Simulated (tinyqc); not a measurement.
Susceptibility against the Curie-Weiss form: Heisenberg spin cluster by exact diagonalisation: multiplets, susceptibility, level crossings. Computed by tinyqc, a small Python program. Command: `OMP_NUM_THREADS=1 python tinyqc.py 3022697 3022698 out.jsonl spincl walk`. One thread of a shared host (Intel(R) Xeon(R) Processor @ 2.30GHz), about 0.01 s of CPU time with the checks.

H = J1 sum S_i.S_j over the bonds 1-2 - g mu_B B S_z; J > 0 is antiferromagnetic.

Inputs (values chosen for the exercise, for a model cluster): exchange J1 = 8.06 meV; g factor = 2.02.

Cluster: dimer. Spin s of each site: 0.5.

Constants: k_B = 8.617333262e-05 eV/K.

Method:
- Every multiplet has one member in the block S_z = 0; diagonalise it and read the total spin from <S^2> = S (S + 1).
- Z = sum k (2S + 1) exp(-E/(k_B T)) over the table, k the number of multiplets; <S^2> likewise with the factor S (S + 1); chi T = N_A g^2 mu_B^2 <S^2>/(3 k_B) = 0.125049 g^2 <S^2> cm^3 K/mol (cgs, per mole of clusters); C = (<E^2> - <E>^2)/(k_B T)^2; entropy = ln Z + <E>/(k_B T).
- High-temperature form: chi T = C0/(1 - theta/T), C0 = 0.125049 g^2 n s (s + 1), k_B theta = -(2/3) s (s + 1) (sum of J over bonds)/n, n = 2; a dash where T <= 1.05 theta.

Levels at B = 0:
```
E (meV)  total S  number of multiplets
-6.045         0                     1
2.015          1                     1
```

gap to the next level = 8.06 meV

theta = -23.383 K

Against temperature:
```
T (K)   chi T (cm^3 K/mol)  Curie-Weiss  chi (cm^3/mol)     C (k_B)
9.3             1.3124e-04      0.21779      1.4112e-05  1.3006e-02
19.0            2.1808e-02      0.34311      1.1478e-03  5.0681e-01
33.0            1.5293e-01      0.44796      4.6343e-03  1.0235e+00
56.0            3.6826e-01      0.53993      6.5761e-03  6.4341e-01
93.0            5.3393e-01      0.61160      5.7412e-03  2.5233e-01
150.0           6.2922e-01      0.66215      4.1948e-03  9.1919e-02
230.0           6.8006e-01      0.69474      2.9568e-03  3.6765e-02
370.0           7.1403e-01      0.71988      1.9298e-03  1.3428e-02
750.0           7.4078e-01      0.74223      9.8770e-04  3.0945e-03
1500.0          7.5326e-01      0.75363      5.0217e-04  7.5156e-04
```

The Curie-Weiss form is within 3 % in the last 4 rows. chi passes a maximum, at 56 K among these rows, the mark of a singlet ground state; among these rows C is largest at 33 K, and the gap is 93.5 K.

Extremes, crossings and ranges named in words are read from the listed rows.
